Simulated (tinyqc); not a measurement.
## Series resistance and length offset from two lengths at two overdrives

Inverse problem. In strong inversion R W = Rsd + k(x)(L - dL), k(x) = (1 + th1 x)/(mu0 Cox x), x the overdrive, Cox = eps0 eox/tox, with Rsd and dL independent of x. Find dL, Rsd, mu0 and th1.

Parameters, values chosen for the exercise:
```
symbol  value  unit                                                               meaning
eox      21.8        relative permittivity of the gate insulator (close to hafnium oxide)
tox        14    nm                                                   insulator thickness
```

Constants: eps0 = 8.8541878128e-14 F/cm where lengths are in cm. Results are converted to the units shown.

total resistance times width (ohm um):
```
                  L = 0.12 um  L = 0.45 um
overdrive 0.42 V   2096.32569   6485.96227
overdrive 1.26 V   1198.32460   3055.13758
```

Answer. At each overdrive R W is a straight line in L; the two lines cross at L = dL, R W = Rsd. Their slopes give k x = (1 + th1 x)/(mu0 Cox), a straight line in x.

dL = 0.00300 um
Rsd = 540 ohm um
mu0 = 150 cm^2/(V s)
th1 = 0.370 1/V

Numbers from tinyqc (`OMP_NUM_THREADS=1 python tinyqc.py 2210029 2210030 out.jsonl`; about 0.01 s on one thread of a shared Intel Xeon 2.30GHz).
